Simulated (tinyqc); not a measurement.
Sp3 tight binding, zinc-blende lattice, step by step. One step of it, computed by the program tinyqc.

Task: Levels at G. Diagonalise the Hermitian matrix.

H(k) at G (eV), order a s, a px, a py, a pz, c s, c px, c py, c pz:
$$\begin{pmatrix}
-13.120000 & 0.000000 & 0.000000 & 0.000000 & -8.580749 & 0.000000 & 0.000000 & 0.000000 \\
0.000000 & -6.640000 & 0.000000 & 0.000000 & 0.000000 & 3.309718 & 0.000000 & 0.000000 \\
0.000000 & 0.000000 & -6.640000 & 0.000000 & 0.000000 & 0.000000 & 3.309718 & 0.000000 \\
0.000000 & 0.000000 & 0.000000 & -6.640000 & 0.000000 & 0.000000 & 0.000000 & 3.309718 \\
-8.580749 & 0.000000 & 0.000000 & 0.000000 & -13.120000 & 0.000000 & 0.000000 & 0.000000 \\
0.000000 & 3.309718 & 0.000000 & 0.000000 & 0.000000 & -6.640000 & 0.000000 & 0.000000 \\
0.000000 & 0.000000 & 3.309718 & 0.000000 & 0.000000 & 0.000000 & -6.640000 & 0.000000 \\
0.000000 & 0.000000 & 0.000000 & 3.309718 & 0.000000 & 0.000000 & 0.000000 & -6.640000
\end{pmatrix}$$

Give: eigenvalues.

Result:

eigenvalues (eV): [-21.7007, -9.9497, -9.9497, -9.9497, -4.5393, -3.3303, -3.3303, -3.3303]
